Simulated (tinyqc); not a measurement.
Band bending at a free surface with a continuum of surface states, surface photovoltage and Kelvin probe: course of the iteration.

n-type bulk, xi = Ec - EF = Vt ln(Nc/Nd), p0 = ni^2/Nd, ni = sqrt(Nc Nv) exp(-Eg/(2 Vt)), Eg in volts. b is the upward band bending, u = b/Vt. Space charge per area, in units of q: Qc = sign(b) sqrt((2 eps0 eps_r Vt/q) [(Nd + dn)(exp(-u) - 1) + Nd u + (p0 + dn)(exp(u) - 1)]), with dn the excess density under light (flat quasi-Fermi levels; 0 in the dark). The states hold -Ds (E0 - xi - b): negative while the Fermi level lies above the neutrality level. Neutrality: Qc + Qf + (charge of the states) = 0.

Fixed-point step: b(new) = E0 - xi - (Qc(b) + Qf)/Ds.

Stop when b changes by less than 1e-10 V, or after 40 iterations.

Inputs (values chosen for the exercise); band and dielectric values close to those of gallium arsenide:

| symbol | value | unit | meaning |
|---|---|---|---|
| T | 300 | K | temperature |
| Eg | 1.44 | eV | band gap |
| eps_r | 12.9 |  | relative permittivity |
| Nc | 4.34e17 | cm^-3 | conduction-band density of states at T |
| Nv | 8.89e18 | cm^-3 | valence-band density of states at T |
| Nd | 1.2e15 | cm^-3 | donor density |
| Qf | 1.3e10 | cm^-2 | fixed positive charge at the surface |
| Ds | 3.3e12 | cm^-2 eV^-1 | density of surface states |
| E0 | 0.37 | eV | depth of their neutrality level below the conduction edge |

Constants: q = 1.602176634e-19 C, kB = 1.380649e-23 J/K, Vt = kB T/q, eps0 = 8.8541878128e-14 F/cm where lengths are in cm. Results are converted to the units shown.

b at the start = 0.17 V

Course of the iteration:
```
iteration,b (V),change (V)
1,0.198723,0.0287
2,0.197293,1.43e-3
3,0.197361,6.83e-5
4,0.197358,3.27e-6
5,0.197358,1.56e-7
6,0.197358,7.47e-9
7,0.197358,3.57e-10
8,0.197358,1.71e-11
```

Did this iteration meet its convergence test, and what does its course show?

Yes. Converged in 8 iterations. The step multiplies the error by -(dQc/db)/Ds = -0.048.

Numbers from tinyqc (`OMP_NUM_THREADS=1 python tinyqc.py 2430092 2430093 out.jsonl`; about 0.01 s on one thread of a shared Intel Xeon 2.30GHz).
